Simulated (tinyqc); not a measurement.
Worked calculation: Pariser-Parr-Pople SCF with singles CI, for the molecule C1=CC=CC=CC=C1 (SMILES; centres numbered as the heavy atoms are written). One step of it, computed by the program tinyqc.

Question. Iteration 2: Fock matrix. F_rr = H_rr + P_rr gamma_rr / 2 + sum_(s != r) P_ss gamma_rs; F_rs = H_rs - P_rs gamma_rs / 2; E = tr P (H + F) / 2 + core repulsion sum_(r<s) z_r z_s gamma_rs.

P after iteration 1, lower triangle:
```
           1C         2C         3C         4C         5C        6C        7C        8C
1C   1.278065
2C   0.685067   0.721935
3C  -0.234129   0.520052   1.278065
4C  -0.167436   0.234129   0.685067   0.721935
5C   0.209302  -0.037866  -0.234129   0.520052   1.278065
6C  -0.037866  -0.209302  -0.167436   0.234129   0.685067  0.721935
7C  -0.234129  -0.167436   0.209302  -0.037866  -0.234129  0.520052  1.278065
8C   0.520052   0.234129  -0.037866  -0.209302  -0.167436  0.234129  0.685067  0.721935
```

core matrix H (eV), lower triangle:
```
            1C          2C          3C          4C          5C          6C          7C          8C
1C  -47.897770
2C   -2.390000  -47.900368
3C    0.000000   -2.390000  -47.897770
4C    0.000000    0.000000   -2.390000  -47.900368
5C    0.000000    0.000000    0.000000   -2.390000  -47.897770
6C    0.000000    0.000000    0.000000    0.000000   -2.390000  -47.900368
7C    0.000000    0.000000    0.000000    0.000000    0.000000   -2.390000  -47.897770
8C   -2.390000    0.000000    0.000000    0.000000    0.000000    0.000000   -2.390000  -47.900368
```

repulsion gamma_rs (eV), lower triangle:
```
           1C         2C         3C         4C         5C         6C         7C         8C
1C  11.130000
2C   7.554751  11.130000
3C   4.978935   7.554751  11.130000
4C   3.979599   4.979854   7.554751  11.130000
5C   3.711199   3.979599   4.978935   7.554751  11.130000
6C   3.979599   3.711960   3.979599   4.979854   7.554751  11.130000
7C   4.978935   3.979599   3.711199   3.979599   4.978935   7.554751  11.130000
8C   7.554751   4.979854   3.979599   3.711960   3.979599   4.979854   7.554751  11.130000
```

Centres (angstrom, eV; a flat drawing with bonds scaled to 1.40 angstrom):
```
centre          x          y  core charge z          W   gamma_rr
1C       1.829000   0.000000              1  11.160000  11.130000
2C       1.293000   1.293000              1  11.160000  11.130000
3C       0.000000   1.829000              1  11.160000  11.130000
4C      -1.293000   1.293000              1  11.160000  11.130000
5C      -1.829000   0.000000              1  11.160000  11.130000
6C      -1.293000  -1.293000              1  11.160000  11.130000
7C       0.000000  -1.829000              1  11.160000  11.130000
8C       1.293000  -1.293000              1  11.160000  11.130000
```

Give: F; pi energy.

Answer.

F (eV), lower triangle:
```
         1C       2C       3C       4C       5C       6C       7C       8C
1C  -6.6613
2C  -4.9778  -4.5294
3C   0.5829  -4.3544  -6.6613
4C   0.3332  -0.5830  -4.9778  -4.5294
5C  -0.3884   0.0753   0.5829  -4.3544  -6.6613
6C   0.0753   0.3885   0.3332  -0.5830  -4.9778  -4.5294
7C   0.5829   0.3332  -0.3884   0.0753   0.5829  -4.3544  -6.6613
8C  -4.3544  -0.5830   0.0753   0.3885   0.3332  -0.5830  -4.9778  -4.5294
```

pi energy = -104.0766 eV
